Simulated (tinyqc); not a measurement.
Worked calculation (part 1 of 2): RKS/BP86 in the sto-6g basis, for H6, spin multiplicity 1. Computed by tinyqc, a small Python program that keeps every step (integrals from PySCF). Settings: charge = 0, multiplicity = 1, basis = sto-6g, energy threshold = 1e-10, iteration cap = 84, orthogonalisation = canonical, start = random, DIIS depth = 3, DIIS from iteration = 2, method = RKS, functional = b88,p86, grid = [15, 14]. Command: `OMP_NUM_THREADS=1 python tinyqc.py 27266 27267 out.jsonl` (the two numbers bound the seeds that draw the settings). One thread of a shared host (Intel(R) Xeon(R) Processor @ 2.60GHz), about 2 s of CPU time with the checks. Later iterations appear only in the table of the cycle.

## One-electron integrals

Geometry (angstrom):
```
atom         x         y         z
H     0.000000  0.000000  0.000000
H     0.000000  0.000000  1.062000
H     0.000000  0.000000  2.143000
H     0.000000  0.000000  3.205000
H     0.000000  0.000000  4.286000
H     0.000000  0.000000  5.348000
```

Basis sto-6g: exponents (1/bohr^2) and contraction coefficients of normalised primitives:
```
element  l (shell)   exponent  coefficient
H            s (1)  35.523221     0.009164
H            s (1)   6.513144     0.049361
H            s (1)   1.822143     0.168538
H            s (1)   0.625955     0.370563
H            s (1)   0.243077     0.416492
H            s (1)   0.100112     0.130334
```

Overlap, kinetic and nuclear-attraction integrals over the contracted functions; the nuclear repulsion is the sum of Za Zb / Rab.

nuclear repulsion = 4.30187192 hartree

overlap S, order 1H 1s, 2H 1s, 3H 1s, 4H 1s, 5H 1s, 6H 1s:
```
[[1.000000, 0.461055, 0.095117, 0.014934, 0.001818, 0.000179],
 [0.461055, 1.000000, 0.450432, 0.095117, 0.014420, 0.001818],
 [0.095117, 0.450432, 1.000000, 0.461055, 0.095117, 0.014934],
 [0.014934, 0.095117, 0.461055, 1.000000, 0.450432, 0.095117],
 [0.001818, 0.014420, 0.095117, 0.450432, 1.000000, 0.461055],
 [0.000179, 0.001818, 0.014934, 0.095117, 0.461055, 1.000000]]
```

kinetic energy T (hartree), order 1H 1s, 2H 1s, 3H 1s, 4H 1s, 5H 1s, 6H 1s:
```
[[0.768522, 0.090933, -0.012131, -0.004292, -0.000783, -0.000105],
 [0.090933, 0.768522, 0.085134, -0.012131, -0.004178, -0.000783],
 [-0.012131, 0.085134, 0.768522, 0.090933, -0.012131, -0.004292],
 [-0.004292, -0.012131, 0.090933, 0.768522, 0.085134, -0.012131],
 [-0.000783, -0.004178, -0.012131, 0.085134, 0.768522, 0.090933],
 [-0.000105, -0.000783, -0.004292, -0.012131, 0.090933, 0.768522]]
```

nuclear attraction V (hartree), order 1H 1s, 2H 1s, 3H 1s, 4H 1s, 5H 1s, 6H 1s:
```
[[-2.360256, -1.080267, -0.216942, -0.033098, -0.003897, -0.000370],
 [-1.080267, -2.738954, -1.152117, -0.229646, -0.032874, -0.003897],
 [-0.216942, -1.152117, -2.863329, -1.210189, -0.229646, -0.033098],
 [-0.033098, -0.229646, -1.210189, -2.863329, -1.152117, -0.216942],
 [-0.003897, -0.032874, -0.229646, -1.152117, -2.738954, -1.080267],
 [-0.000370, -0.003897, -0.033098, -0.216942, -1.080267, -2.360256]]
```

core Hamiltonian H = T + V (hartree), order 1H 1s, 2H 1s, 3H 1s, 4H 1s, 5H 1s, 6H 1s:
```
[[-1.591734, -0.989334, -0.229073, -0.037390, -0.004680, -0.000476],
 [-0.989334, -1.970432, -1.066983, -0.241777, -0.037051, -0.004680],
 [-0.229073, -1.066983, -2.094807, -1.119256, -0.241777, -0.037390],
 [-0.037390, -0.241777, -1.119256, -2.094807, -1.066983, -0.229073],
 [-0.004680, -0.037051, -0.241777, -1.066983, -1.970432, -0.989334],
 [-0.000476, -0.004680, -0.037390, -0.229073, -0.989334, -1.591734]]
```

## Two-electron integrals

Functions are numbered as in S; the eight-fold symmetry (ij|kl) = (ji|kl) = (kl|ij) leaves the list below.

Two-electron integrals (ij|kl) in chemists' order, unique and non-zero (hartree):
```
(11|11) 0.774999   (21|11) 0.281837   (21|21) 0.133965   (22|11) 0.458315
(22|21) 0.281837   (22|22) 0.774999   (31|11) 0.042579   (31|21) 0.022504
(31|22) 0.054727   (31|31) 0.004463   (32|11) 0.148504   (32|21) 0.093020
(32|22) 0.273747   (32|31) 0.022001   (32|32) 0.127260   (33|11) 0.246418
(33|21) 0.151120   (33|22) 0.452465   (33|31) 0.042579   (33|32) 0.273747
(33|33) 0.774999   (41|11) 0.005215   (41|21) 0.002822   (41|22) 0.007089
(41|31) 0.000608   (41|32) 0.003188   (41|33) 0.007089   (41|41) 0.000091
(42|11) 0.024605   (42|21) 0.014856   (42|22) 0.042579   (42|31) 0.003722
(42|32) 0.022001   (42|33) 0.054727   (42|41) 0.000608   (42|42) 0.004463
(43|11) 0.091923   (43|21) 0.053499   (43|22) 0.151120   (43|31) 0.014856
(43|32) 0.093020   (43|33) 0.281837   (43|41) 0.002822   (43|42) 0.022504
(43|43) 0.133965   (44|11) 0.165104   (44|21) 0.091923   (44|22) 0.246418
(44|31) 0.024605   (44|32) 0.148504   (44|33) 0.458315   (44|41) 0.005215
(44|42) 0.042579   (44|43) 0.281837   (44|44) 0.774999   (51|11) 0.000505
(51|21) 0.000280   (51|22) 0.000721   (51|31) 0.000063   (51|32) 0.000342
(51|33) 0.000804   (51|41) 0.000010   (51|42) 0.000070   (51|43) 0.000351
(51|44) 0.000724   (51|51) 1.19e-06   (52|11) 0.003071   (52|21) 0.001798
(52|22) 0.005015   (52|31) 0.000453   (52|32) 0.002657   (52|33) 0.006839
(52|41) 0.000078   (52|42) 0.000585   (52|43) 0.003147   (52|44) 0.006839
(52|51) 0.000010   (52|52) 0.000085   (53|11) 0.016020   (53|21) 0.008999
(53|22) 0.024382   (53|31) 0.002397   (53|32) 0.014444   (53|33) 0.042579
(53|41) 0.000468   (53|42) 0.003699   (53|43) 0.022504   (53|44) 0.054727
(53|51) 0.000063   (53|52) 0.000585   (53|53) 0.004463   (54|11) 0.063905
(54|21) 0.034574   (54|22) 0.089509   (54|31) 0.008827   (54|32) 0.051100
(54|33) 0.148504   (54|41) 0.001818   (54|42) 0.014444   (54|43) 0.093020
(54|44) 0.273747   (54|51) 0.000274   (54|52) 0.002657   (54|53) 0.022001
(54|54) 0.127260   (55|11) 0.123466   (55|21) 0.065236   (55|22) 0.164131
(55|31) 0.016020   (55|32) 0.089509   (55|33) 0.246418   (55|41) 0.003165
(55|42) 0.024382   (55|43) 0.151120   (55|44) 0.452465   (55|51) 0.000505
(55|52) 0.005015   (55|53) 0.042579   (55|54) 0.273747   (55|55) 0.774999
(61|11) 0.000039   (61|21) 0.000022   (61|22) 0.000059   (61|31) 0.000005
(61|32) 0.000030   (61|33) 0.000074   (61|41) 9.01e-07   (61|42) 0.000007
(61|43) 0.000034   (61|44) 0.000074   (61|51) 1.12e-07   (61|52) 9.55e-07
(61|53) 0.000007   (61|54) 0.000030   (61|55) 0.000059   (61|61) 1.10e-08
(62|11) 0.000324   (62|21) 0.000185   (62|22) 0.000505   (62|31) 0.000047
(62|32) 0.000274   (62|33) 0.000724   (62|41) 0.000008   (62|42) 0.000063
(62|43) 0.000351   (62|44) 0.000804   (62|51) 1.09e-06   (62|52) 0.000010
(62|53) 0.000070   (62|54) 0.000342   (62|55) 0.000721   (62|61) 1.12e-07
(62|62) 1.19e-06   (63|11) 0.002191   (63|21) 0.001201   (63|22) 0.003165
(63|31) 0.000310   (63|32) 0.001818   (63|33) 0.005215   (63|41) 0.000060
(63|42) 0.000468   (63|43) 0.002822   (63|44) 0.007089   (63|51) 0.000008
(63|52) 0.000078   (63|53) 0.000608   (63|54) 0.003188   (63|55) 0.007089
(63|61) 9.01e-07   (63|62) 0.000010   (63|63) 0.000091   (64|11) 0.011921
(64|21) 0.006328   (64|22) 0.016020   (64|31) 0.001567   (64|32) 0.008827
(64|33) 0.024605   (64|41) 0.000310   (64|42) 0.002397   (64|43) 0.014856
(64|44) 0.042579   (64|51) 0.000047   (64|52) 0.000453   (64|53) 0.003722
(64|54) 0.022001   (64|55) 0.054727   (64|61) 0.000005   (64|62) 0.000063
(64|63) 0.000608   (64|64) 0.004463   (65|11) 0.050773   (65|21) 0.026409
(65|22) 0.065236   (65|31) 0.006328   (65|32) 0.034574   (65|33) 0.091923
(65|41) 0.001201   (65|42) 0.008999   (65|43) 0.053499   (65|44) 0.151120
(65|51) 0.000185   (65|52) 0.001798   (65|53) 0.014856   (65|54) 0.093020
(65|55) 0.281837   (65|61) 0.000022   (65|62) 0.000280   (65|63) 0.002822
(65|64) 0.022504   (65|65) 0.133965   (66|11) 0.098949   (66|21) 0.050773
(66|22) 0.123466   (66|31) 0.011921   (66|32) 0.063905   (66|33) 0.165104
(66|41) 0.002191   (66|42) 0.016020   (66|43) 0.091923   (66|44) 0.246418
(66|51) 0.000324   (66|52) 0.003071   (66|53) 0.024605   (66|54) 0.148504
(66|55) 0.458315   (66|61) 0.000039   (66|62) 0.000505   (66|63) 0.005215
(66|64) 0.042579   (66|65) 0.281837   (66|66) 0.774999
```

## Orthogonalisation

S = U s U^T; canonical form X = U s^(-1/2), so that X^T S X = 1. Each column of U has its largest component positive (the first on a tie).

eigenvalues of S: [0.295069, 0.431476, 0.680632, 1.079158, 1.548644, 1.965022]

X, order 1H 1s, 2H 1s, 3H 1s, 4H 1s, 5H 1s, 6H 1s:
```
[[0.384413, -0.594137, 0.609884, 0.510199, 0.362258, 0.184351],
 [-0.761595, 0.817922, -0.336722, 0.184760, 0.403134, 0.298003],
 [0.983219, -0.369890, -0.499271, -0.410956, 0.170632, 0.362848],
 [-0.983219, -0.369890, 0.499271, -0.410956, -0.170632, 0.362848],
 [0.761595, 0.817922, 0.336722, 0.184760, -0.403134, 0.298003],
 [-0.384413, -0.594137, -0.609884, 0.510199, -0.362258, 0.184351]]
```

## Starting guess

The start is random orthonormal orbitals; D = 2 C_occ C_occ^T.

D at the start, order 1H 1s, 2H 1s, 3H 1s, 4H 1s, 5H 1s, 6H 1s:
```
[[0.460748, 0.528875, -0.466896, -0.004556, -0.438094, 0.467018],
 [0.528875, 1.479427, -0.977279, 0.779760, 0.121607, -0.025835],
 [-0.466896, -0.977279, 0.753033, -0.152394, -0.213498, -0.191780],
 [-0.004556, 0.779760, -0.152394, 1.724946, -0.882154, -0.522194],
 [-0.438094, 0.121607, -0.213498, -0.882154, 2.923364, -0.829315],
 [0.467018, -0.025835, -0.191780, -0.522194, -0.829315, 0.835452]]
```

## Iteration 1: exchange-correlation on the grid

Becke grid with 15 radial and 14 angular points per atom, points of zero weight dropped. rho = sum D_ij phi_i phi_j; V_xc,ij = sum w v_xc phi_i phi_j plus the gradient terms; v_xc is d(rho eps)/d rho at fixed gradient.

The 8 grid points with the largest w rho, of 1210 (bohr, atomic units):
```
x                  y         z         w       rho  |grad rho|^2     eps_xc       v_xc
-0.461880  -0.461880  7.637486  0.189726  0.192165      0.261712  -0.506168  -0.606717
0.461880   -0.461880  7.637486  0.189726  0.192165      0.261712  -0.506168  -0.606717
-0.461880   0.461880  7.637486  0.189726  0.192165      0.261712  -0.506168  -0.606717
0.461880    0.461880  7.637486  0.189726  0.192165      0.261712  -0.506168  -0.606717
0.461880   -0.461880  8.561246  0.189324  0.187282      0.267894  -0.504173  -0.599808
-0.461880  -0.461880  8.561246  0.189324  0.187282      0.267894  -0.504173  -0.599808
-0.461880   0.461880  8.561246  0.189324  0.187282      0.267894  -0.504173  -0.599808
0.461880    0.461880  8.561246  0.189324  0.187282      0.267894  -0.504173  -0.599808
```

electrons on the grid, sum of w rho = 6.008819

E_xc = sum of w rho eps_xc = -2.40474580 hartree

V_xc (hartree), order 1H 1s, 2H 1s, 3H 1s, 4H 1s, 5H 1s, 6H 1s:
```
[[-0.408323, -0.192786, -0.032104, -0.004602, -0.000534, -0.000049],
 [-0.192786, -0.466792, -0.150838, -0.030948, -0.004653, -0.000552],
 [-0.032104, -0.150838, -0.367443, -0.183450, -0.036892, -0.005231],
 [-0.004602, -0.030948, -0.183450, -0.497592, -0.209986, -0.037687],
 [-0.000534, -0.004653, -0.036892, -0.209986, -0.548676, -0.192935],
 [-0.000049, -0.000552, -0.005231, -0.037687, -0.192935, -0.392643]]
```

## Iteration 1: building the Kohn-Sham matrix

J_ij = sum D_kl (ij|kl); F = H + J + V_xc; E = tr D H + tr D J / 2 + E_xc + E_nn.

Coulomb J (hartree), order 1H 1s, 2H 1s, 3H 1s, 4H 1s, 5H 1s, 6H 1s:
```
[[1.710715, 0.882502, 0.180994, 0.028843, 0.003601, 0.000355],
 [0.882502, 2.144839, 0.922586, 0.198393, 0.030838, 0.003798],
 [0.180994, 0.922586, 2.140457, 1.059443, 0.223508, 0.033001],
 [0.028843, 0.198393, 1.059443, 2.612504, 1.180842, 0.221356],
 [0.003601, 0.030838, 0.223508, 1.180842, 2.757583, 1.044378],
 [0.000355, 0.003798, 0.033001, 0.221356, 1.044378, 1.893573]]
```

Kohn-Sham matrix F (hartree), order 1H 1s, 2H 1s, 3H 1s, 4H 1s, 5H 1s, 6H 1s:
```
[[-0.289341, -0.299618, -0.080183, -0.013149, -0.001612, -0.000169],
 [-0.299618, -0.292385, -0.295234, -0.074332, -0.010867, -0.001434],
 [-0.080183, -0.295234, -0.321792, -0.243262, -0.055160, -0.009620],
 [-0.013149, -0.074332, -0.243262, 0.020106, -0.096127, -0.045404],
 [-0.001612, -0.010867, -0.055160, -0.096127, 0.238475, -0.137891],
 [-0.000169, -0.001434, -0.009620, -0.045404, -0.137891, -0.090803]]
```

total energy of this density = -1.67987309 hartree

## Iteration 1: diagonalisation and new density

Diagonalise F' = X^T F X, C = X C', fill 3 alpha and 3 beta electrons from the bottom; D = 2 C_occ C_occ^T. Each column has its largest component positive (the first on a tie).

F' = X^T F X (hartree):
```
[[0.672751, 0.193875, 0.015209, 0.114552, -0.072597, -0.014838],
 [0.193875, 0.385378, 0.087588, 0.051050, -0.104273, 0.085531],
 [0.015209, 0.087588, 0.054166, -0.085437, -0.073465, 0.121326],
 [0.114552, 0.051050, -0.085437, -0.176491, -0.062851, 0.008239],
 [-0.072597, -0.104273, -0.073465, -0.062851, -0.225324, -0.174783],
 [-0.014838, 0.085531, 0.121326, 0.008239, -0.174783, -0.304316]]
```

orbital energies (hartree): [-0.453295, -0.269690, -0.113520, 0.085646, 0.349870, 0.807153]

coefficients C, order 1H 1s, 2H 1s, 3H 1s, 4H 1s, 5H 1s, 6H 1s:
```
[[0.369156, 0.681052, 0.138195, -0.664277, 0.470921, 0.126546],
 [0.477702, 0.134937, -0.069023, 0.772737, -0.839004, -0.309261],
 [0.452986, -0.641727, -0.125296, -0.042299, 0.845877, 0.576595],
 [0.069295, -0.220194, 0.091602, -0.625427, -0.503222, -0.988129],
 [-0.000029, -0.024124, 0.203889, -0.138093, -0.498056, 1.156971],
 [0.004898, -0.045029, 0.860854, 0.324978, 0.403210, -0.535667]]
```

D after iteration 1, order 1H 1s, 2H 1s, 3H 1s, 4H 1s, 5H 1s, 6H 1s:
```
[[1.238410, 0.517413, -0.574284, -0.223448, 0.023472, 0.180213],
 [0.517413, 0.502342, 0.276896, -0.005866, -0.034685, -0.126311],
 [-0.574284, 0.276896, 1.265418, 0.322432, -0.020158, -0.153494],
 [-0.223448, -0.005866, 0.322432, 0.123356, 0.047973, 0.178221],
 [0.023472, -0.034685, -0.020158, 0.047973, 0.084305, 0.353209],
 [0.180213, -0.126311, -0.153494, 0.178221, 0.353209, 1.486241]]
```

## Iteration 2: exchange-correlation on the grid

As before.

The 8 grid points with the largest w rho, of 1210 (bohr, atomic units):
```
x                  y         z         w       rho  |grad rho|^2     eps_xc       v_xc
0.674944    0.674944  0.674944  0.455407  0.064450      0.016977  -0.362653  -0.433955
-0.674944  -0.674944  0.674944  0.455407  0.064450      0.016977  -0.362653  -0.433955
-0.674944   0.674944  0.674944  0.455407  0.064450      0.016977  -0.362653  -0.433955
0.674944   -0.674944  0.674944  0.455407  0.064450      0.016977  -0.362653  -0.433955
-0.674944  -0.674944  9.431311  0.455407  0.064437      0.020181  -0.365542  -0.431096
0.674944    0.674944  9.431311  0.455407  0.064437      0.020181  -0.365542  -0.431096
-0.674944   0.674944  9.431311  0.455407  0.064437      0.020181  -0.365542  -0.431096
0.674944   -0.674944  9.431311  0.455407  0.064437      0.020181  -0.365542  -0.431096
```

electrons on the grid, sum of w rho = 6.027221

E_xc = sum of w rho eps_xc = -2.19908345 hartree

V_xc (hartree), order 1H 1s, 2H 1s, 3H 1s, 4H 1s, 5H 1s, 6H 1s:
```
[[-0.487365, -0.200875, -0.037278, -0.005209, -0.000543, -0.000048],
 [-0.200875, -0.452090, -0.193879, -0.035568, -0.004465, -0.000513],
 [-0.037278, -0.193879, -0.498549, -0.181888, -0.029670, -0.004436],
 [-0.005209, -0.035568, -0.181888, -0.345729, -0.132978, -0.029940],
 [-0.000543, -0.004465, -0.029670, -0.132978, -0.343545, -0.184105],
 [-0.000048, -0.000513, -0.004436, -0.029940, -0.184105, -0.498156]]
```

## Iteration 2: building the Kohn-Sham matrix

As before.

Coulomb J (hartree), order 1H 1s, 2H 1s, 3H 1s, 4H 1s, 5H 1s, 6H 1s:
```
[[2.105975, 0.994846, 0.201463, 0.030004, 0.003413, 0.000319],
 [0.994846, 2.289374, 1.019545, 0.197954, 0.027237, 0.003238],
 [0.201463, 1.019545, 2.356909, 0.955158, 0.175208, 0.026262],
 [0.030004, 0.197954, 0.955158, 1.879413, 0.786176, 0.165365],
 [0.003413, 0.027237, 0.175208, 0.786176, 1.784410, 0.856252],
 [0.000319, 0.003238, 0.026262, 0.165365, 0.856252, 1.972323]]
```

Kohn-Sham matrix F (hartree), order 1H 1s, 2H 1s, 3H 1s, 4H 1s, 5H 1s, 6H 1s:
```
[[0.026876, -0.195363, -0.064888, -0.012595, -0.001810, -0.000204],
 [-0.195363, -0.133148, -0.241317, -0.079391, -0.014279, -0.001955],
 [-0.064888, -0.241317, -0.236447, -0.345985, -0.096239, -0.015565],
 [-0.012595, -0.079391, -0.345985, -0.561122, -0.413785, -0.093647],
 [-0.001810, -0.014279, -0.096239, -0.413785, -0.529568, -0.317187],
 [-0.000204, -0.001955, -0.015565, -0.093647, -0.317187, -0.117567]]
```

total energy of this density = -2.84199291 hartree

## Iteration 2: diagonalisation and new density

As before.

F' = X^T F X (hartree):
```
[[0.434173, -0.145697, 0.093490, -0.101811, 0.043210, 0.035366],
 [-0.145697, 0.224003, -0.055851, -0.136400, 0.072750, -0.047032],
 [0.093490, -0.055851, -0.004651, 0.077060, 0.146168, -0.109378],
 [-0.101811, -0.136400, 0.077060, -0.191772, 0.037710, 0.105023],
 [0.043210, 0.072750, 0.146168, 0.037710, -0.348669, 0.140169],
 [0.035366, -0.047032, -0.109378, 0.105023, 0.140169, -0.521957]]
```

orbital energies (hartree): [-0.667289, -0.367049, -0.192945, 0.055337, 0.229627, 0.533446]

coefficients C, order 1H 1s, 2H 1s, 3H 1s, 4H 1s, 5H 1s, 6H 1s:
```
[[0.000952, -0.052366, 0.311225, -0.593867, -0.553231, -0.734780],
 [0.012045, -0.205065, 0.597044, -0.120254, 0.313723, 1.065984],
 [0.091373, -0.427107, 0.209242, 0.680525, 0.300327, -0.945836],
 [0.597821, -0.453946, -0.543537, -0.290212, -0.626747, 0.588680],
 [0.516559, 0.636953, 0.259693, -0.272037, 0.836734, -0.365724],
 [0.042719, 0.252528, 0.291970, 0.642856, -0.829271, 0.215530]]
```

D after iteration 2, order 1H 1s, 2H 1s, 3H 1s, 4H 1s, 5H 1s, 6H 1s:
```
[[0.199209, 0.393130, 0.175149, -0.289644, 0.095920, 0.155370],
 [0.393130, 0.797316, 0.427224, -0.448452, 0.061306, 0.246097],
 [0.175149, 0.427224, 0.469103, 0.269555, -0.341018, -0.085721],
 [-0.289644, -0.448452, 0.269555, 1.717779, -0.242970, -0.495584],
 [0.095920, 0.061306, -0.341018, -0.242970, 1.479966, 0.517476],
 [0.155370, 0.246097, -0.085721, -0.495584, 0.517476, 0.301684]]
```

## Iteration 21 (converged): orbitals

converged F (hartree), order 1H 1s, 2H 1s, 3H 1s, 4H 1s, 5H 1s, 6H 1s:
```
[[-0.173958, -0.261310, -0.073438, -0.012723, -0.001691, -0.000185],
 [-0.261310, -0.228467, -0.265256, -0.074241, -0.012354, -0.001691],
 [-0.073438, -0.265256, -0.233655, -0.270471, -0.074241, -0.012723],
 [-0.012723, -0.074241, -0.270471, -0.233656, -0.265257, -0.073439],
 [-0.001691, -0.012354, -0.074241, -0.265257, -0.228468, -0.261310],
 [-0.000185, -0.001691, -0.012723, -0.073439, -0.261310, -0.173958]]
```

As before.

F' = X^T F X (hartree):
```
[[0.553496, 0.000000, 0.011624, 0.000000, 0.006452, 0.000000],
 [0.000000, 0.263225, 0.000000, -0.017155, 0.000000, -0.007878],
 [0.011624, 0.000000, -0.001162, 0.000000, 0.019457, 0.000000],
 [0.000000, -0.017155, 0.000000, -0.201175, 0.000000, 0.011967],
 [0.006452, 0.000000, 0.019457, 0.000000, -0.332937, 0.000000],
 [0.000000, -0.007878, 0.000000, 0.011967, 0.000000, -0.415042]]
```

orbital energies (hartree): [-0.415780, -0.334111, -0.201172, -0.000284, 0.263960, 0.553793]

coefficients C, order 1H 1s, 2H 1s, 3H 1s, 4H 1s, 5H 1s, 6H 1s:
```
[[0.150014, 0.323701, 0.496665, 0.621399, -0.614903, 0.400056],
 [0.295743, 0.426960, 0.231481, -0.296241, 0.806777, -0.765424],
 [0.381054, 0.192968, -0.404275, -0.509689, -0.358774, 0.973699],
 [0.381057, -0.192964, -0.404277, 0.509687, -0.358778, -0.973698],
 [0.295747, -0.426958, 0.231481, 0.296242, 0.806779, 0.765422],
 [0.150016, -0.323700, 0.496665, -0.621399, -0.614904, -0.400055]]
```

D after iteration 21, order 1H 1s, 2H 1s, 3H 1s, 4H 1s, 5H 1s, 6H 1s:
```
[[0.747924, 0.595082, -0.162323, -0.412177, 0.042256, 0.328797],
 [0.595082, 0.646683, 0.203003, -0.126551, -0.082491, 0.042256],
 [-0.162323, 0.203003, 0.691754, 0.542813, -0.126551, -0.412177],
 [-0.412177, -0.126551, 0.542813, 0.691758, 0.203003, -0.162326],
 [0.042256, -0.082491, -0.126551, 0.203003, 0.646685, 0.595082],
 [0.328797, 0.042256, -0.412177, -0.162326, 0.595082, 0.747924]]
```
